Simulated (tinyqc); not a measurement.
Hueckel theory of the pi electrons, for the molecule c1c[cH+]cnnc1 (SMILES; centres numbered as the heavy atoms are written), step by step. One step of it, computed by the program tinyqc.

Task: Orbitals. Diagonalise; E = alpha + x beta with beta < 0, so the largest x are filled first; degenerate levels share their electrons. P = sum n_i c_ri c_si; each orbital has its largest coefficient positive (the first on a tie).

Hueckel matrix in units of beta (H = alpha + beta A), lower triangle:
```
          1C        2C        3C        4C        5N        6N        7C
1C  0.000000
2C  1.000000  0.000000
3C  0.000000  1.000000  0.000000
4C  0.000000  0.000000  1.000000  0.000000
5N  0.000000  0.000000  0.000000  1.000000  0.500000
6N  0.000000  0.000000  0.000000  0.000000  1.000000  0.500000
7C  1.000000  0.000000  0.000000  0.000000  0.000000  1.000000  0.000000
```

pi electrons, sum of z_r less the charge = 6

Give: x values; occupations; coefficients; charge and bond-order matrix P.

Result:

x values: 2.201  1.441  1.313  -0.242  -0.352  -1.571  -1.790

occupations: 2.000  2.000  2.000  0.000  0.000  0.000  0.000

coefficients:
```
      MO1     MO2     MO3     MO4     MO5     MO6     MO7
1C  0.278   0.421  -0.392   0.507  -0.096   0.298  -0.486
2C  0.252   0.585   0.000   0.000   0.548   0.000   0.543
3C  0.278   0.421   0.392  -0.507  -0.096  -0.298  -0.486
4C  0.359   0.023   0.515   0.123  -0.514   0.469   0.327
5N  0.512  -0.389   0.284   0.477   0.277  -0.438  -0.099
6N  0.512  -0.389  -0.284  -0.477   0.277   0.438  -0.099
7C  0.359   0.023  -0.515  -0.123  -0.514  -0.469   0.327
```

charge and bond-order matrix P, lower triangle:
```
        1C      2C      3C      4C     5N     6N     7C
1C   0.817
2C   0.633   0.811
3C   0.202   0.633   0.817
4C  -0.186   0.208   0.623   0.789
5N  -0.266  -0.196   0.180   0.643  0.988
6N   0.180  -0.196  -0.266   0.057  0.665  0.988
7C   0.623   0.208  -0.186  -0.272  0.057  0.643  0.789
```
